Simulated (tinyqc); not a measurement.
Inside a calculation. Model: p-n diode with diffusion and depletion-layer recombination.

Computed by the program tinyqc: `OMP_NUM_THREADS=1 python tinyqc.py 2260008 2260009 out.jsonl`, one thread of a shared Intel Xeon 2.30GHz, about 0.01 s for the whole run. Printed values are rounded.

Abrupt junction in the depletion approximation, low injection, full ionisation, neutral widths fixed, ohmic contact on the p side. Vj is the junction voltage; where a series resistance Rs is given, V = Vj + J Rs is the terminal voltage.

Values chosen for this exercise; band and dielectric values close to those of silicon: temperature T = 350 K; band gap Eg = 1.13 eV; relative permittivity eps_r = 11.6; conduction-band density of states at T Nc = 3.58e19 cm^-3; valence-band density of states at T Nv = 3.29e19 cm^-3; acceptor density Na = 1.5e18 cm^-3; donor density Nd = 8.3e15 cm^-3; electron mobility in the p side mun = 270 cm^2/(V s); hole mobility in the n side mup = 440 cm^2/(V s); electron lifetime tn = 1e-7 s; hole lifetime tp = 2e-6 s; neutral width of the p side wp = 9.3 um; neutral width of the n side wn = 26 um; recombination velocity at the n contact Sp = 1e7 cm/s; series resistance Rs = 0.00095 ohm cm^2; trap level above the intrinsic level Et = -0.13 eV; junction voltage at which recombination is evaluated Vj = 0.32 V; terminal voltage V = 0.92 V.

Constants: q = 1.602176634e-19 C, kB = 1.380649e-23 J/K, Vt = kB T/q, eps0 = 8.8541878128e-14 F/cm where lengths are in cm. Results are converted to the units shown.

Range of the model: At the terminal voltage used the injected minority density exceeds a tenth of the lighter doping, so the low-injection formulas overstate the current.

## Diffusion lengths and saturation currents

ni = sqrt(Nc Nv) exp(-Eg/(2 Vt)), Eg in volts; D = mu Vt; Ln = sqrt(Dn tn), Lp = sqrt(Dp tp); J0n = q ni^2 Dn coth(wp/Ln)/(Ln Na); J0p = (q ni^2 Dp/(Lp Nd)) (s + tanh(wn/Lp))/(1 + s tanh(wn/Lp)), s = Sp Lp/Dp.

ni = 2.51129e11 cm^-3
Ln = 9.02407 um
Lp = 51.5183 um
J0n = 7.85230e-11 A/cm^2
J0p = 6.72954e-9 A/cm^2

wp/Ln = 1.0 and wn/Lp = 0.50; holes carry 98.8 % of the diffusion current.

## Recombination in the depleted layer

ni = sqrt(Nc Nv) exp(-Eg/(2 Vt)), Eg in volts. Vbi = Vt ln(Na Nd/ni^2), W = sqrt(2 eps0 eps_r (Vbi - Vj)(1/Na + 1/Nd)/q), xp = W Nd/(Na + Nd), xn = W Na/(Na + Nd); u(x) = q Na (x + xp)^2/(2 eps0 eps_r) for x < 0 and Vbi - Vj - q Nd (xn - x)^2/(2 eps0 eps_r) for x > 0; p = Na exp(-u/Vt), n = Nd exp((u - Vbi + Vj)/Vt); U = ni^2 (exp(Vj/Vt) - 1)/(tp (n + ni exp(Et/Vt)) + tn (p + ni exp(-Et/Vt))); J_scr = q times the integral of U from -xp to xn. Trapezoid rule on 12 equal steps.

W = 268.587 nm

```
point   x (nm)     u (V)   n (cm^-3)   p (cm^-3)  U (cm^-3 s^-1)
0       -1.478  0.000000   1.70412e9      1.5e18      1.70406e16
1       20.904  0.072021  1.85593e10  1.37731e17      1.85563e17
2       43.287  0.140126  1.77513e11  1.44000e16      1.77234e18
3       65.669  0.201745  1.36931e12  1.86677e15      1.33624e19
4       88.051  0.256878  8.51874e12  3.00066e14      5.22503e19
5      110.433  0.305524  4.27418e13  5.98053e13      2.73849e19
6      132.816  0.347684  1.72955e14  1.47795e13      7.31859e18
7      155.198  0.383358  5.64438e14  4.52873e12      2.25965e18
8      177.580  0.412546  1.48560e15  1.72064e12      8.59706e17
9      199.962  0.435248  3.15349e15  8.10589e11      4.05159e17
10     222.345  0.451463  5.39864e15  4.73487e11      2.36696e17
11     244.727  0.461192  7.45383e15  3.42936e11      1.71442e17
12     267.109  0.464436      8.3e15  3.07974e11      1.53966e17
```

J_scr = 3.81167e-5 A/cm^2

With 2000 steps J_scr = 3.785e-5 A/cm^2; the coarse value is 0.70 % above it. U is largest at x = 88.1 nm among these points; the peak lies where tp n = tn p. On the fine grid U peaks at 5.427e19 cm^-3 s^-1, and J_scr/(q U_max) is 16.2 % of W, the effective width of the recombining zone.

## Starting value

Vj = V.

Vj at the start = 0.92 V

## Iteration 1: new Vj

J0 = J0n + J0p = 6.80806e-9 A/cm^2

Diffusion current alone: J = J0 (exp(Vj/Vt) - 1), g = Vj + J Rs - V, g' = 1 + Rs J0 exp(Vj/Vt)/Vt, Vj(new) = Vj - g/g'.

J = 1.20348e5 A/cm^2
g = 114.331 V
g' = 3791.73
Vj after iteration 1 = 0.889847 V

## Iteration 2: new Vj

As before.

J = 44285.4 A/cm^2
g = 42.0409 V
g' = 1395.90
Vj after iteration 2 = 0.859730 V

## Iteration 3: new Vj

As before.

J = 16315.0 A/cm^2
g = 15.4390 V
g' = 514.891
Vj after iteration 3 = 0.829745 V

## Course of the iteration

Stop when the step is below 1e-10 V, or after 80 iterations.

Course of the iteration:
```
iteration  Vj before the step (V)   step (V)
1                            0.92    -0.0302
2                        0.889847    -0.0301
3                        0.859730    -0.0300
4                        0.829745    -0.0295
5                        0.800214    -0.0281
6                        0.772124    -0.0241
7                        0.748072    -0.0154
8                        0.732685   -4.91e-3
9                        0.727777   -3.86e-4
10                       0.727391   -2.15e-6
11                       0.727389  -6.64e-11
```

Converged in 11 iterations. In 4 iterations the step is within 3 % of -Vt = -30.2 mV: far above the solution the exponential dominates and a Newton step lowers its exponent by one.
